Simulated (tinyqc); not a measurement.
# Transfer-length model of a contact: effect of the contact length

A metal contact of length d and width W on a thin layer of the same width. The metal has no resistance, the sheet resistance under it equals Rsh, and current enters the layer at the front edge x = 0.

Transfer length Lt = sqrt(rc/Rsh); front resistance Rc = (Rsh Lt/W) coth(d/Lt); end resistance Re = (Rsh Lt/W)/sinh(d/Lt).

Values chosen for this exercise:
- Rsh = 970 ohm/sq (sheet resistance of the semiconductor layer)
- rc = 2.6e-8 ohm cm^2 (specific contact resistivity)
- W = 1.1 um (contact width)

Effect of the contact length:
```
d (um)    d/Lt  Rc W (ohm um)  rc/d (ohm um)    Re/Rc
0.0076  0.1468          344.6          342.1   0.9893
0.012   0.2318          220.5          216.7   0.9737
0.018   0.3477          150.2          144.4   0.9425
0.029   0.5601          98.84          89.66   0.8613
0.044   0.8499          72.68          59.09   0.7229
0.069    1.333          57.73          37.68   0.4932
0.11     2.125          51.67          23.64   0.2356
0.17     3.284          50.36          15.29  0.07488
0.26     5.022          50.22          10.00  0.01318
```

What does the table show?

Rc W falls from 345 to 50.2 ohm um, as d^(-0.98) between the first two rows. It levels off at sqrt(rc Rsh) = 50.2 ohm um and, among the rows, is within 5 % of that from d = 0.11 um on (Lt = 0.0518 um): metal beyond two transfer lengths lowers Rc by less than 4 %.

Program tinyqc, `OMP_NUM_THREADS=1 python tinyqc.py 2760031 2760032 out.jsonl`; Intel Xeon 2.30GHz, shared host, one thread, about 0.01 s.
